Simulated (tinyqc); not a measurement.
p-n diode with diffusion and depletion-layer recombination: two steps of the calculation.

Abrupt junction in the depletion approximation, low injection, full ionisation, neutral widths fixed, ohmic contact on the p side. Vj is the junction voltage; where a series resistance Rs is given, V = Vj + J Rs is the terminal voltage.

Parameters, values chosen for the exercise; band and dielectric values close to those of silicon: temperature T = 325 K; band gap Eg = 1.14 eV; relative permittivity eps_r = 11.9; conduction-band density of states at T Nc = 3.11e19 cm^-3; valence-band density of states at T Nv = 3.03e19 cm^-3; acceptor density Na = 3e16 cm^-3; donor density Nd = 3.3e15 cm^-3; electron lifetime tn = 2e-6 s; hole lifetime tp = 3e-6 s; series resistance Rs = 0.00081 ohm cm^2; trap level above the intrinsic level Et = -0.05 eV; junction voltage at which recombination is evaluated Vj = 0.33 V; terminal voltage V = 0.54 V.

Constants: q = 1.602176634e-19 C, kB = 1.380649e-23 J/K, Vt = kB T/q, eps0 = 8.8541878128e-14 F/cm where lengths are in cm. Results are converted to the units shown.

Task 1. Recombination in the depleted layer. ni = sqrt(Nc Nv) exp(-Eg/(2 Vt)), Eg in volts. Vbi = Vt ln(Na Nd/ni^2), W = sqrt(2 eps0 eps_r (Vbi - Vj)(1/Na + 1/Nd)/q), xp = W Nd/(Na + Nd), xn = W Na/(Na + Nd); u(x) = q Na (x + xp)^2/(2 eps0 eps_r) for x < 0 and Vbi - Vj - q Nd (xn - x)^2/(2 eps0 eps_r) for x > 0; p = Na exp(-u/Vt), n = Nd exp((u - Vbi + Vj)/Vt); U = ni^2 (exp(Vj/Vt) - 1)/(tp (n + ni exp(Et/Vt)) + tn (p + ni exp(-Et/Vt))); J_scr = q times the integral of U from -xp to xn. Trapezoid rule on 13 equal steps.

Wanted: W; x; u; n; p; U; J_scr.

Result 1.

W = 399.1 nm

| point | x (nm) | u (V) | n (cm^-3) | p (cm^-3) | U (cm^-3 s^-1) |
|---|---|---|---|---|---|
| 0 | -39.5 | 0.0000 | 8.638e9 | 3.000e16 | 4.319e15 |
| 1 | -8.8 | 0.0215 | 1.861e10 | 1.393e16 | 9.304e15 |
| 2 | 21.8 | 0.0739 | 1.208e11 | 2.144e15 | 6.041e16 |
| 3 | 52.5 | 0.1235 | 7.115e11 | 3.642e14 | 3.544e17 |
| 4 | 83.2 | 0.1685 | 3.538e12 | 7.324e13 | 1.644e18 |
| 5 | 113.9 | 0.2087 | 1.486e13 | 1.744e13 | 3.239e18 |
| 6 | 144.6 | 0.2441 | 5.272e13 | 4.915e12 | 1.537e18 |
| 7 | 175.3 | 0.2749 | 1.580e14 | 1.640e12 | 5.423e17 |
| 8 | 206.0 | 0.3009 | 3.999e14 | 6.480e11 | 2.157e17 |
| 9 | 236.7 | 0.3221 | 8.549e14 | 3.031e11 | 1.010e17 |
| 10 | 267.4 | 0.3387 | 1.544e15 | 1.679e11 | 5.595e16 |
| 11 | 298.1 | 0.3505 | 2.354e15 | 1.101e11 | 3.669e16 |
| 12 | 328.8 | 0.3576 | 3.033e15 | 8.544e10 | 2.848e16 |
| 13 | 359.5 | 0.3600 | 3.300e15 | 7.853e10 | 2.617e16 |

J_scr = 3.856e-6 A/cm^2

Task 2. New Vj. Diffusion current alone: J = J0 (exp(Vj/Vt) - 1), g = Vj + J Rs - V, g' = 1 + Rs J0 exp(Vj/Vt)/Vt, Vj(new) = Vj - g/g'.

Vj after iteration 1 = 0.53999846 V
J0 = J0n + J0p = 1.1654144e-8 A/cm^2

Wanted: J; g; g'; Vj after iteration 2.

Result 2.

J = 2.7558 A/cm^2
g = 0.0022306 V
g' = 1.0797
Vj after iteration 2 = 0.53793 V

Program tinyqc, `OMP_NUM_THREADS=1 python tinyqc.py 2260071 2260072 out.jsonl`; Intel Xeon 2.30GHz, shared host, one thread, about 0.01 s.
